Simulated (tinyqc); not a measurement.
## Delay unit and parasitic delay from two ring oscillators

Question. A ring of 31 inverters oscillates at 1/(2 x 31 d), with stage delay d = tau (h + p) for fan-out h. Find tau, p and the delay at fan-out 4.

frequencies of 31-stage ring oscillators with fan-out 2 and 5 (GHz): 1.1380192  0.64819745

Answer. d is a straight line in h with slope tau and intercept tau p.

tau = 3.570 ps
p = 1.970
delay at fan-out 4 = 21.31 ps

Program tinyqc, `OMP_NUM_THREADS=1 python tinyqc.py 2082118 2082119 out.jsonl`; Intel Xeon 2.30GHz, shared host, one thread, about 0.01 s.
